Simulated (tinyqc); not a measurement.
Inside a calculation. Method: Jacobi rotations on a symmetric matrix. One step of it, computed by the program tinyqc.

Question. Jacobi rotation 1. Take the largest off-diagonal element A_pq; tan 2 theta = 2 A_pq / (A_qq - A_pp) with |theta| <= pi/4; A' = J^T A J with J_pp = J_qq = cos, J_pq = sin, J_qp = -sin.

A:
```
[[1.403000, 0.028000, -0.605000, 0.107000, -0.716000],
 [0.028000, 1.530000, -0.664000, -0.883000, 1.353000],
 [-0.605000, -0.664000, 2.181000, -0.484000, 0.015000],
 [0.107000, -0.883000, -0.484000, 2.903000, 0.207000],
 [-0.716000, 1.353000, 0.015000, 0.207000, 2.959000]]
```

Give: p, q, theta; A'.

Answer.

p, q, theta (rad): [2.0000, 5.0000, 0.5425]

A':
```
[[1.4030, 0.3936, -0.6050, 0.1070, -0.5988],
 [0.3936, 0.7144, -0.5764, -0.8631, 0.0000],
 [-0.6050, -0.5764, 2.1810, -0.4840, -0.3299],
 [0.1070, -0.8631, -0.4840, 2.9030, -0.2786],
 [-0.5988, 0.0000, -0.3299, -0.2786, 3.7746]]
```
